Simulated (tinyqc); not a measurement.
From image to dissolution rate: chemically amplified photoresist: aerial image, acid generation, bake, development and line width. Computed by tinyqc, a small Python program. Command: `OMP_NUM_THREADS=1 python tinyqc.py 3003391 3003392 out.jsonl resist walk`. One thread of a shared host (Intel(R) Xeon(R) Processor @ 2.30GHz), about 0.02 s of CPU time with the checks.

Lines and spaces of pitch p with a two-beam-like image; x = 0 is the middle of the bright space. The resist is positive and treated as uniform in depth.

Inputs (values chosen for the exercise, for a model resist at 248 nm): pitch p = 270 nm; image contrast c = 0.57; mean dose E = 28.4 mJ/cm^2; Dill parameter C = 0.019 cm^2/mJ; quencher load q, relative to the acid generator = 0.15; acid diffusivity D = 5.3 nm^2/s; bake time t = 60 s; amplification rate k_amp = 0.026 1/s; threshold protection m_th = 0.42; development selectivity n = 8; largest rate r_max = 800 nm/s; smallest rate r_min = 0.053 nm/s.

Method:
- Dose E(x) = E [1 + c cos(2 pi x/p)]; acid h = 1 - exp(-C E(x)).
- Bake: the acid image is blurred by a Gaussian of variance sigma^2 = 2 D t (each Fourier term k of h, taken on 64 points, is multiplied by exp(-4 pi^2 k^2 D t/p^2)).
- The quencher then removes q, h_eff = max(h_blurred - q, 0); protection m = exp(-k_amp t h_eff).
- Mack rate r = r_max (a + 1)(1 - m)^n/(a + (1 - m)^n) + r_min, a = ((n + 1)/(n - 1))(1 - m_th)^n.

Across half a pitch:
```
x/p   x (nm)  dose (mJ/cm^2)  blurred acid  protection m  rate (nm/s)
0.00     0.0          44.588       0.54905       0.53659   9.3077e+01
0.05    13.5          43.796       0.54285       0.54181   8.5870e+01
0.10    27.0          41.496       0.52451       0.55753   6.6667e+01
0.15    40.5          37.915       0.49494       0.58385   4.2172e+01
0.20    54.0          33.402       0.45587       0.62055   2.0740e+01
0.25    67.5          28.400       0.41013       0.66645   7.5506e+00
0.30    81.0          23.398       0.36172       0.71872   1.9835e+00
0.35    94.5          18.885       0.31568       0.77224   4.1041e-01
0.40   108.0          15.304       0.27748       0.81966   1.0824e-01
0.45   121.5          13.004       0.25216       0.85269   6.3953e-02
0.50   135.0          12.212       0.24328       0.86457   5.8589e-02
```

What does the comparison show, and why?

The dose varies by a factor 3.65 across the pattern and the rate by 1590.

Extremes, crossings and ranges named in words are read from the listed rows.
